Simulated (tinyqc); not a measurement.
Resonant-tunnelling diode, transfer matrices and Tsu-Esaki current: effect of temperature at two biases.

Emitter (band edge 0), barrier d1, well Lw, barrier d2, spacer ds, collector (edge -V). The bias drops linearly over these layers and none in the contacts; each layer is cut into ns equal slices, flat at the value of their centres. E is the energy of motion across the layers, C = hbar^2/(2 m0), psi and psi'/m are continuous. Transport is coherent, T(E) is taken as independent of the transverse momentum, and charge in the well is ignored.

The current at V = 0.418 V and at V = 0.64 V, Ef held fixed. For the pair (psi, psi'/m) a flat layer has M = [[cos kd, (m/k) sin kd], [-(k/m) sin kd, cos kd]] with k = sqrt(m (E - U)/C) above its edge U, and M = [[cosh Kd, (m/K) sinh Kd], [(K/m) sinh Kd, cosh Kd]] with K = sqrt(m (U - E)/C) below it. Later slices stand to the left. With M acting on (psi, psi'/m) and v = k/m in each lead, T(E) = 4 vL vR/[(vL vR M12 - M21)^2 + (vR M11 + vL M22)^2]. J = J0 times the integral over E > 0 of T(E) N(E), N = ln[(1 + exp((Ef - E)/Vt))/(1 + exp((Ef - V - E)/Vt))], J0 = q^2 mw m0 kB T/(2 pi^2 hbar^3) (times 1e-4 for A/cm^2 per eV). The integral is converged to the digits shown.

Values chosen for this exercise; masses and offsets close to those of GaN wells and AlGaN barriers:
- mw = 0.2 m0 (mass in the well, spacer and contacts)
- U1 = 0.61 eV (barrier height)
- m1 = 0.27 m0 (barrier mass)
- d1 = 0.9 nm (emitter barrier)
- Lw = 2.6 nm (well width)
- d2 = 0.9 nm (collector barrier)
- ns = 3 (slices in each layer)
- ds = 4.6 nm (undoped spacer after the collector barrier)
- Ef = 0.069 eV (Fermi energy of both contacts above their band edges)

Constants: q = 1.602176634e-19 C, kB = 1.380649e-23 J/K, hbar = 1.054571817e-34 J s, m0 = 9.1093837015e-31 kg, Vt = kB T/q, hbar^2/(2 m0) = 0.0380998212 eV nm^2. Results are converted to the units shown.

Results:

| T (K) | J at 0.418 V (kA/cm^2) | J at 0.64 V (kA/cm^2) | ratio |
|---|---|---|---|
| 40 | 848.5 | 47.83 | 17.74 |
| 150 | 863.6 | 55.42 | 15.58 |
| 220 | 891.8 | 65.09 | 13.70 |
| 300 | 943.2 | 81.69 | 11.55 |
| 400 | 1031 | 115.9 | 8.895 |

Estimate the missing row, T = 77 K.

Computed row:

| T (K) | J at 0.418 V (kA/cm^2) | J at 0.64 V (kA/cm^2) | ratio |
|---|---|---|---|
| 77 | 850.8 | 49.38 | 17.23 |

With this row back in the table: The first current rises from 848 to 1030 kA/cm^2, the second rises from 47.8 to 116 kA/cm^2, and their ratio falls from 17.7 to 8.89. Heat lifts electrons to energies where the barriers transmit more, which raises the second current by a far larger factor than the first.

Numbers from tinyqc (`OMP_NUM_THREADS=1 python tinyqc.py 2600054 2600055 out.jsonl`; about 0.09 s on one thread of a shared Intel Xeon 2.30GHz).
